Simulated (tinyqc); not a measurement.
The decay curve: photoconductance decay in a wafer: bulk and surface recombination modes, and iron detection by pair splitting. Computed by tinyqc, a small Python program. Command: `OMP_NUM_THREADS=1 python tinyqc.py 3113051 3113052 out.jsonl pcd walk`. One thread of a shared host (Intel(R) Xeon(R) Processor @ 2.30GHz), about 0.01 s of CPU time with the checks.

Both faces of the wafer have the same S; injection is low and all coefficients are constant. x runs from -W/2 to W/2.

Inputs (values chosen for the exercise, modelled on p-type silicon):
```
quantity,value,unit
thickness W,725,micrometre
diffusivity D,25.5,cm^2/s
bulk lifetime tau_b without iron,2800,microsecond
surface recombination velocity S,66,cm/s
absorption coefficient alpha,310,1/cm
```

Method:
- Even modes cos(a x) obey b tan b = S W/(2 D) with b = a W/2, odd modes sin(a x) obey -b cot b = S W/(2 D); each decays at the rate 1/tau_b + D a^2.
- tau_eff is the decay time of the first mode. The surface time is 1/(D a^2) of that mode; shortcuts for it are W/(2 S), W^2/(pi^2 D) and their sum, whose error is sum/surface time - 1.
- Light from one face makes n(x, 0) proportional to exp(-alpha (x + W/2)). Only even modes carry the thickness average: weight c_n = [sin b/b] int n cos(a x) dx / (int cos^2(a x) dx x mean n), with int exp(-alpha (x + W/2)) cos(a x) dx = [alpha cos b (1 - E) + a sin b (1 + E)]/(alpha^2 + a^2), E = exp(-alpha W), and int cos^2 = W/2 + sin(2 b)/(2 a).
- Mean density = sum_n c_n exp(-t/tau_n) over 60 modes; the local decay time is -1/(d ln n/dt).

W^2/(pi^2 D) = 20.8851 microsecond

tau_eff = 471.189 microsecond

Decay:
```
t / (W^2/(pi^2 D)),t (microsecond),mean density/start,local decay time (microsecond)
0.02,0.418,0.99516,111.32
0.05,1.044,0.99045,152.49
0.10,2.089,0.98461,199.92
0.20,4.177,0.97585,266.74
0.50,10.443,0.95754,388.27
1.00,20.885,0.93465,458.20
2.00,41.770,0.89385,470.95
```

What follows from these numbers?

The local decay time goes from 111 to 471 microsecond against tau_eff = 471. Early on higher modes speed the decay, so a fit must start late.
